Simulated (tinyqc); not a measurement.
From results back to parameters: two-band massive Dirac model of the K valleys. Three cases, with inputs chosen for the exercise.

Problem. In the valley model H = [[D/2, a t (kx - i ky)], [a t (kx + i ky), -D/2 + lam sz]], sz = +/-1, a t is hbar v. The gaps of the two spins, A and B, are G = D - lam and D + lam, the band-edge mass of A is c (D - lam)/(a t)^2, c = hbar^2/2m0, and its Berry curvature at the edge is 2 (a t)^2/G^2 in size. The values below come from hidden D, lam and t.

Constants: hbar^2/2m0 = 3.80998211 eV angstrom^2.

Find: D, lam, t; |Omega| at the A edge.

Method. The mean of the gaps is D and half their difference lam; a t = sqrt(c G_A/m). The curvature 2 (a t)^2/G^2 equals 2c/(m G).

Case 1.

Values chosen (out of a larger set: near those used for monolayer MoS2; not measured data): a = 3.191 angstrom (lattice constant).

gaps (eV): A 1.4780, B 1.6220

mass of A = 0.433099 m0

Solution.

D, lam, t (eV): 1.550  0.072  1.130

|Omega| at the A edge = 11.904 angstrom^2

Case 2.

Values chosen (out of a larger set: near those used for monolayer WS2; not measured data): a = 3.194 angstrom (lattice constant).

gaps (eV): A 1.7090, B 2.1310

mass of A = 0.389561 m0

Solution.

D, lam, t (eV): 1.920  0.211  1.280

|Omega| at the A edge = 11.446 angstrom^2

Case 3.

Values chosen (out of a larger set: near those used for monolayer MoS2; not measured data): a = 3.202 angstrom (lattice constant).

gaps (eV): A 1.5960, B 1.7240

mass of A = 0.490149 m0

Solution.

D, lam, t (eV): 1.660  0.064  1.100

|Omega| at the A edge = 9.741 angstrom^2

Computed by tinyqc, one run a case: `OMP_NUM_THREADS=1 python tinyqc.py N N+1 out.jsonl` with N = 1450503, 1450554, 1450607; one thread of a shared Intel(R) Xeon(R) Processor @ 2.30GHz, about 0.01 s a run at most.
